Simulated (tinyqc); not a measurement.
Charge-trap memory cell: one step of the calculation.

Channel, tunnel oxide, storage layer, blocking layer, gate. N electrons per area sit in a sheet at the centroid and shift the threshold by U = (q/eps0) N (tb/eb + xc tn/en). EOT = t1 + 3.9 (tn/en + tb/eb); tunnel field F = (Vg - U)/EOT; dN/dt = eta (J/q)(1 - N/Nm). Fowler-Nordheim: J = A F^2 exp(-B/F), A = q^2/(16 pi^2 hbar mo phi) (times 1e14 for A/cm^2 with F in V/nm, emitter mass m0), B = (4/3) sqrt(mo/C) phi^1.5, C = hbar^2/(2 m0).

Task. Midpoint steps of growing length. N(half) = N + (d/2) r(N), N(new) = N + d r(N(half)), r = dN/dt; the step starts at d0 and is multiplied by gr each time. Field in the blocking layer (3.9 F + q N/eps0)/eb.

Inputs (values chosen for the exercise); oxide values close to those of silicon dioxide, storage layer close to silicon nitride, blocking layer close to aluminium oxide: tunnel barrier phi = 3.13 eV; tunnelling mass mo = 0.46 m0; tunnel oxide (permittivity 3.9) t1 = 3.9 nm; storage layer tn = 5.8 nm; its relative permittivity en = 7.6; blocking layer tb = 14.1 nm; its relative permittivity eb = 9; charge centroid, share of tn counted from the blocking side xc = 0.42; capture efficiency of an empty layer eta = 0.48; trap density Nm = 2.9e13 cm^-2; gate voltage less flat band and surface potential Vg = 15.9 V; first time step d0 = 1.5e-6 s; growth of the step gr = 2; steps n = 8.

Constants: q = 1.602176634e-19 C, hbar = 1.054571817e-34 J s, m0 = 9.1093837015e-31 kg, eps0 = 8.8541878128e-14 F/cm where lengths are in cm, hbar^2/(2 m0) = 0.0380998212 eV nm^2. Results are converted to the units shown.

Find: t; N; U; F; blocking field.

Result.

```
step      t (s)  N (cm^-2)   U (V)  F (V/nm)  blocking field (V/nm)
0             0          0  0.0000    1.2244                0.53056
1     1.5000e-6  4.9202e11  0.1680    1.2114                0.53484
2     4.5000e-6  1.1858e12  0.4049    1.1932                0.54089
3     1.0500e-5  2.0461e12  0.6987    1.1706                0.54838
4     2.2500e-5  3.0092e12  1.0276    1.1452                0.55677
5     4.6500e-5  4.0183e12  1.3722    1.1187                0.56556
6     9.4500e-5  5.0360e12  1.7197    1.0919                0.57443
7     1.9050e-4  6.0406e12  2.0628    1.0655                0.58318
8     3.8250e-4  7.0204e12  2.3974    1.0398                0.59171
```

Range of the model: The Fowler-Nordheim form needs F t1 above phi; trap-assisted paths and leakage through the blocking layer are left out.

Computed by the program tinyqc: `OMP_NUM_THREADS=1 python tinyqc.py 2130009 2130010 out.jsonl`, one thread of a shared Intel Xeon 2.30GHz, about 0.04 s for the whole run.
